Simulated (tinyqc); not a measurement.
Worked calculation: effective mass of the light-hole band from tabulated energies. Values are carried at full precision from step to step, so a last printed digit may differ when a step is redone from the rounded ones.

c = hbar^2/2m0. A uniform scatter of up to 0.1 meV has been added to mimic numerical noise.
Constants: hbar^2/2m0 = 3.80998211 eV angstrom^2; kB = 8.617333262e-05 eV/K.

Inputs chosen for the exercise (out of a larger set: band of an eight-band Kane model near InP; not measured data): T = 300 K (temperature).

## Finite differences

Energies along [111], from the band edge downward:
```
k (1/angstrom)  E (meV)
0.00000          0.0000
0.00320          0.3744
0.00640          1.3991
0.00960          3.1837
0.01280          5.6097
0.01600          8.7509
0.01920         12.3348
0.02240         16.3464
0.02560         20.6944
```

reference mass (curvature of the model at k = 0.0001 1/angstrom) = 0.10788 m0

The band is even in k. m = c k^2/E(k) from the points 1, 2, 4 (k = 0 is point 0); Richardson from points 1 and 2: c/m = [16 E(k1) - E(k2)]/(12 k1^2).

m from points 1, 2, 4 (m0): 0.10420  0.11154  0.11128

m by Richardson = 0.10197 m0

Errors against the reference: -3.40, +3.40 and +3.15 % and -5.47 %. The extrapolation does not help: a scatter of 0.1 meV is 27 % of the first energy, and the formula weights that point by 4/3.

## Least squares over all points

Fit E = a k^2 (a = sum k^2 E/sum k^4), then E = a k^2 + b k^4 from the normal equations; E in eV; m = c/a.

sums of k^4, k^6, k^8: 9.1981e-07  4.7992e-10  2.7141e-13

sums of k^2 E, k^4 E: 2.9825e-05  1.5433e-08

a, one term = 32.425 eV angstrom^2

a and b, two terms: 35.61  -6112

m, one and two terms (m0): 0.11750  0.10698

The parabola over all points errs by +8.9 % because the weights k^4 favour the outer points; the second term brings the error to -0.8 %.

## The non-parabolic form

E (1 + alpha E) = c k^2/m means that y = c k^2/E is a straight line in E with intercept m and slope m alpha. Fit the line by unweighted least squares over points 1 to 8, E in eV.

y (m0): 0.10420  0.11154  0.11029  0.11128  0.11146  0.11387  0.11695  0.12066

m = 0.10733 m0
alpha = 5.640 1/eV

The intercept errs by -0.50 %. The scatter of the first points, divided by small energies, tilts an unweighted line. For this band the scale of alpha is set by Dso = 0.108 eV as well as by the gap.

## Which mass for which use

From the fitted m and alpha: momentum mass at energy E, m (1 + 2 alpha E); curvature mass m (1 + 2 alpha E)^3; thermal factors to first order in alpha kT: density of states Nc (1 + 15 alpha kT/4), conductivity mass m (1 + 5 alpha kT). Take E = 3 kT/2.

alpha kT = 0.1458
momentum mass = 0.15428 m0
curvature mass = 0.31875 m0
factor on Nc = 1.5467
thermal conductivity mass = 0.18557 m0

alpha kT is not small, so first order is only a guide. For a warped valence band one direction does not stand for the whole band.

## Checks

- Two-term fit by normal equations against a least-squares routine: both 35.6144.

Program tinyqc; command `OMP_NUM_THREADS=1 python tinyqc.py 1880917 1880918 out.jsonl`; about 0.01 s on one thread of a shared Intel(R) Xeon(R) Processor @ 2.30GHz.
